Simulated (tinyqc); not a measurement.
Hydrogenic donor in a hard-walled well (variational), step by step. Values are carried at full precision from step to step, so a last printed digit may differ when a step is redone from the rounded ones.

Constants: Ry = 13.60569312 eV; a0 (Bohr radius) = 0.5291772105 angstrom; hbar^2/2m0 = 3.80998211 eV angstrom^2; e^2/(4 pi eps0) = 14.39964547 eV angstrom.

Parameters, chosen for this exercise (near those of GaAs; not measured data):
- m = 0.068 m0 (mass)
- eps = 12.9 (dielectric constant)
- L = 441 angstrom (well width)
- zi = 198 angstrom (position of the donor from the centre)
- lam = 165 angstrom (trial length)
- lams = (103, 131, 159, 187, 225, 272, 337) angstrom (trial lengths)

## Bulk donor

Ry* = Ry m/eps^2, a* = a0 eps/m, and the subband energy c (pi/L)^2/m with c = hbar^2/2m0.

Ry* = 5.560 meV
a* = 100.39 angstrom
subband energy = 2.84 meV

## One trial length

Trial function cos(pi z/L) exp(-r/lam), r measured from the donor at zi, walls at +/- L/2, one eps everywhere. Counted from the lowest subband, E(lam) = c/(m lam^2) - (q/eps) I0/I1, with I0 the integral of cos^2(pi z/L) exp(-2|z - zi|/lam) over the well and I1 the same with the factor (|z - zi| + lam/2); c = hbar^2/2m0, q = e^2/(4 pi eps0). The binding energy is -E at the minimum.

Evaluate I0, I1 and both terms.

I0 = 31.257 angstrom
I1 = 6559.0 angstrom^2
kinetic term = 2.058 meV
Coulomb term = -5.319 meV
E = -3.261 meV

## Scan and minimum

E for each trial length, then the minimum.

Scan:
```
lam (angstrom)  kinetic (meV)  Coulomb (meV)  E (meV)
103                     5.281         -7.552   -2.270
131                     3.265         -6.262   -2.997
159                     2.216         -5.456   -3.239
187                     1.602         -4.895   -3.292
225                     1.107         -4.348   -3.241
272                     0.757         -3.864   -3.107
337                     0.493         -3.386   -2.893
```

best lam = 187.4 angstrom
binding energy = 3.29 meV
in Ry* = 0.592

At L = 4.39 a* this donor is bound less strongly than in the bulk.

## Checks

- Binding at the centre of a very wide well (200 a*) against Ry*, meV: both 5.56.
- Binding in a very thin well (a*/2000) against 4 Ry*, meV: both 22.2.

Program tinyqc; command `OMP_NUM_THREADS=1 python tinyqc.py 1282512 1282513 out.jsonl`; about 0.05 s on one thread of a shared Intel(R) Xeon(R) Processor @ 2.30GHz.
